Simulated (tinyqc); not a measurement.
Bandgap voltage reference from two bipolar transistors: two steps of the calculation.

Two transistors of area 1 and N carry the same current I. Is(T) = Is (T/T0)^eta exp[(Vg0 q/kB)(1/T0 - 1/T)], VBE1 = Vt ln(I/Is(T)) + I rb, VBE2 = Vt ln(I/(N Is(T))) + I rb/N. The amplifier forces I R1(T) = VBE1 - VBE2 + Vos, with R(T) = R (1 + tc (T - T0)) for both resistors, and the output is Vref = VBE1 + I R2(T). Base currents and the Early effect are neglected.

Inputs (values chosen for the exercise); values of the order met in silicon bipolar transistors: reference temperature T0 = 300 K; band-gap voltage extrapolated to 0 K Vg0 = 1.168 V; temperature exponent of the saturation current eta = 4.3; saturation current of the unit transistor at T0 Is = 1e-17 A; area ratio of the second transistor N = 24; resistor across which the difference of VBE falls, at T0 R1 = 2.8 kohm; temperature coefficient of both resistors tc = 0 ppm/K; offset of the amplifier Vos = 0 mV; series resistance of the unit transistor rb = 130 ohm; output resistor at T0 R2 = 15.98 kohm; temperature T = 253 K.

Constants: q = 1.602176634e-19 C, kB = 1.380649e-23 J/K. Results are converted to the units shown.

Question 1. Operating point at another temperature. Vt = kB T/q; I = (Vt ln N + Vos)/(R1(T) - rb (1 - 1/N)).

Wanted: Vt; I; Is(T); VBE1; I R2; Vref.

Answer 1.

Vt = 0.02180 V
I = 25.90 uA
Is(T) = 1.088e-21 A
VBE1 = 0.8255 V
I R2 = 0.4138 V
Vref = 1.239 V

From T0 to T, VBE1 changes by 78.2 mV and I R2 by -76.9 mV, which leaves 1.29 mV in Vref.

Question 2. Resistor for zero slope at T0, ideal case. With tc = 0, Vos = 0 and rb = 0 the current is proportional to T, dVBE/dT = (VBE - Vg0 - (eta - 1) Vt)/T, and Vref has zero slope at T0 when Vref = Vg0 + (eta - 1) Vt0. Find VBE1, its slope, that Vref, R2/R1 and the curvature d2Vref/dT2 = -(eta - 1) kB/(q T0).

Wanted: VBE1; dVBE/dT; Vref; R2/R1; curvature.

Answer 2.

VBE1 = 0.7421 V
dVBE/dT = -1.704 mV/K
Vref = 1.253 V
R2/R1 = 6.222
curvature = -0.9479 uV/K^2

Computed by the program tinyqc: `OMP_NUM_THREADS=1 python tinyqc.py 2062152 2062153 out.jsonl`, one thread of a shared Intel Xeon 2.30GHz, about 0.02 s for the whole run.
